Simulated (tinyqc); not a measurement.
Lateral field, substrate current, probability of reaching the oxide barrier and hot-carrier lifetime of a silicon transistor (pseudo-two-dimensional and lucky-electron models). Changing the junction depth x_j. Computed by tinyqc, a small Python program. Command: `OMP_NUM_THREADS=1 python tinyqc.py 3008181 3008182 out.jsonl hotcar sweep`. One thread of a shared host (Intel(R) Xeon(R) Processor @ 2.30GHz), about 0.01 s of CPU time with the checks.

Local-field models: a lucky carrier gains its energy at the peak field over a path free of collisions. Voltages are magnitudes.

Inputs (values chosen for the exercise, modelled on a silicon n-channel):
```
quantity                             value                      unit
channel length L                       560                        nm
oxide thickness t                       12                        nm
mobility mu                            280                cm^2/(V s)
saturation velocity v_s                0.8                  1e7 cm/s
threshold voltage V_T                 0.75                         V
gate voltage V_G                       2.2                         V
drain voltage V_D                      4.2                         V
ionisation prefactor A_i           2.1e+06                      1/cm
ionisation field B_i                  1.63                     MV/cm
hot-carrier mean free path lambda      7.9                        nm
oxide barrier phi_b                    3.1                        eV
interface-trap threshold phi_it        3.8                        eV
lifetime constant H                    200  s microampere/micrometre
```

Drain: abrupt.

Constants: eps_0 = 8.8541878128e-12 F/m.

Method:
- C_ox = 3.9 eps_0/t; F_sat = 2 v_s/mu; V_Dsat = V_ov F_sat L/(V_ov + F_sat L), V_ov = V_G - V_T; I_D/W = C_ox v_s (V_ov - V_Dsat).
- Scale length l = 0.22 t^(1/3) x_j^(1/2) (all in cm); F_m = sqrt(((V_D - V_Dsat)/l_e)^2 + F_sat^2), with l_e = l; length of the velocity-saturated region l_e ln((V_D - V_Dsat)/(l_e F_sat) + F_m/F_sat).
- Substrate current I_sub/I_D = (A_i/B_i)(V_D - V_Dsat) exp(-B_i/F_m); probability of reaching the oxide barrier exp(-phi_b/(e lambda F_m)); lifetime tau = (H/(I_D/W)) exp(phi_it/(e lambda F_m)).

One run for each value; columns: (1) junction depth x_j (nm); (2) peak field F_m (kV/cm); (3) substrate current I_sub/W (microampere/micrometre); (4) lifetime tau (s); (5) scale length l (nm):
```
(1)    (2)    (3)        (4)    (5)
38   705.0  42.53  1.766e+03   45.6
53   597.7  28.09  6.008e+03   53.8
76   500.1  16.50  2.888e+04   64.5
110  416.9   8.61  1.969e+05   77.5
160  347.2   3.92  2.000e+06   93.5
220  297.6   1.79  2.014e+07  109.7
320  248.8   0.61  4.793e+08  132.2
450  212.0   0.20  1.368e+10  156.8
```

Over the rows, peak field F_m (kV/cm) falls from 705 to 212 (exponent d ln y / d ln x -0.50 between the first rows and -0.47 between the last); substrate current I_sub/W (microampere/micrometre) falls from 42.5 to 0.197 (exponent d ln y / d ln x -1.2 between the first rows and -3.3 between the last); lifetime tau (s) rises from 1770 to 1.37e10 (exponent d ln y / d ln x 3.7 between the first rows and 9.8 between the last). The exponent of peak field F_m stays between -0.50 and -0.47, near -0.50: l grows as x_j^(1/2).

Caution (all rows): the empirical formula for l was fitted to oxides of about 15 nm or more; for thinner ones it is an extrapolation. Caution (rows 38.0, 53.0, 76.0): multiplication above 10 % feeds back on the field and the source barrier (snapback), which the model leaves out.

Extremes, crossings and ranges named in words are read from the listed rows.
